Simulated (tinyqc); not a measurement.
Inside a calculation. Model: rapid thermal processing of a wafer: radiative balance, ramp and cooling, pattern effects, pyrometer error and spike budget. Computed by tinyqc, a small Python program that keeps every step. Command: `OMP_NUM_THREADS=1 python tinyqc.py 3110410 3110411 out.jsonl rtp walk`. One thread of a shared host (Intel(R) Xeon(R) Processor @ 2.30GHz), about 0.05 s of CPU time with the checks. Intermediate numbers are printed to about 6 digits and carried at full precision; extremes and crossings named in words are read from the listed rows.

The wafer is opaque and uniform through its thickness unless said otherwise; temperatures in formulas are in kelvin (C + 273.15). sigma = 5.670374419e-12 W/(cm^2 K^4).

Inputs (values chosen for the exercise, modelled on a hot silicon wafer): wafer thickness d = 625 micrometre; heat capacity per volume C = 2.18 J/(cm^3 K); thermal conductivity k = 0.23 W/(cm K); emissivity eps of each face = 0.63; reflectivity of the chamber walls r = 0.26; gas heat-transfer coefficient h, both faces together = 1.9 mW/(cm^2 K); wall temperature T_w = 350 K; process temperature = 867 C; starting temperature = 500 C; ramp rate = 180 K/s; relative change of absorptivity over a pattern = 10 %; period of the pattern = 6.6 mm; pyrometer wavelength = 0.95 micrometre; error of the assumed emissivity = 3.6 %; activation energy of the process E_a = 2 eV.

Constants: k_B = 8.617333262e-05 eV/K; h = 6.62607015e-34 J s; c = 299792458 m/s; k_B = 1.380649e-23 J/K.

## Power to hold and to ramp

Effective emissivity between parallel grey plates: eps_eff = 1/(1/eps + 1/(1 - r) - 1). Loss per area q(T) = 2 eps_eff sigma (T^4 - T_w^4) + h (T - T_w). Absorbed power during a ramp = q(T) + C d x ramp rate; thermal time constant tau = C d/(dq/dT), dq/dT = 8 eps_eff sigma T^3 + h; natural cooling rate q/(C d); front-to-back difference under one-sided heating at the end of the ramp = (absorbed power) d/(2 k).

eps_eff = 0.515822

holding power q = 11.2988 W/cm^2

power at the end of the ramp = 35.8238 W/cm^2

dq/dT = 36.5807 mW/(cm^2 K)

time constant tau = 3.72464 s

natural cooling rate = 82.9269 K/s

front-to-back difference = 4.86736 K

Radiation carries 87 % of the loss. The ramp needs 3.2 times the holding power.

## Cooling curve

Cooling with the lamps off: C d dT/dt = -q(T), integrated adaptively (relative tolerance 1e-10).

Lamps off at t = 0:
```
t (s)    T (C)  cooling rate (K/s)
0.37   837.757             75.3572
0.74   811.095             68.9303
1.50   762.908             58.3927
2.60   705.074             47.4312
3.70   657.407             39.6457
5.60   591.414             30.5192
9.30   499.124             20.5161
15.00  406.059             13.0838
```

The rate falls from 82.9 K/s at t = 0 to 13.1 K/s in the last row.

## Thermal budget of a spike

Spike anneal: linear ramp to the peak, then lamps off. Equivalent time at the peak = int exp(-(E_a/k_B)(1/T - 1/T_peak)) dt; estimate (k_B T^2/E_a)(1/ramp rate + 1/cooling rate). The ramp part uses 4000 trapezoid steps, the cooling part 4000 steps over 4 tau. Time within 50 K of the peak from the same curves.

equivalent time, ramp = 0.284376 s

equivalent time, cooling = 0.732393 s

equivalent time, total = 1.01677 s

estimate = 0.986583 s

time within 50 K of the peak = 0.932960 s

Cooling supplies 72 % of the budget.

## What a faster ramp buys

The formulas are those given above.

Against the ramp rate:
```
ramp (K/s)  ramp part (s)  cooling part (s)  total (s)  power at the peak (W/cm^2)
10                5.11877          0.732393    5.85117                      12.661
25                2.04751          0.732393    2.77990                      14.705
50                1.02375          0.732393    1.75615                      18.111
100               0.51188          0.732393    1.24427                      24.924
250               0.20475          0.732393    0.93714                      45.361
500               0.10238          0.732393    0.83477                      79.424
1000              0.05119          0.732393    0.78358                     147.549
```

From 10 to 100 K/s the total falls by a factor 4.7, from 100 to 1000 K/s by 1.59: the cooling part, 0.732 s, is a floor, and the natural cooling rate here is 82.9 K/s.

## Pattern effect

At steady state a sinusoidal change of absorbed power of relative amplitude a and period p gives the temperature amplitude a q/(dq/dT + k d (2 pi/p)^2); healing length l = sqrt(k d/(dq/dT)); process change = E_a dT/(k_B T^2). Emissivity is taken as unchanged.

healing length l = 6.26871 mm

amplitude without lateral conduction = 30.8873 K

amplitude = 0.843580 K

change of the process rate = 1.50612 %

Lateral conduction cuts the amplitude to 2.7 %, since p/(2 pi l) = 0.17.

## Pyrometer error

Signal proportional to eps/(exp(c2/(lambda T)) - 1), c2 = h c/k_B. If the assumed emissivity is too high by the given error, the reading T' solves (1 + error)/(exp(c2/(lambda T')) - 1) = 1/(exp(c2/(lambda T)) - 1). Wien estimate: T' - T = -lambda T^2 ln(1 + error)/c2. Process rates go as exp(-E_a/(k_B T)).

c2 = 14387.8 micrometre K

c2/(lambda T) = 13.2834

reading less true temperature = -3.02760 K

Wien estimate = -3.03567 K

rate at T over rate at T', less 1 = 5.56940 %

Checks made by the program: cooling time against quadrature of C d dT/q (relative difference 3e-08).
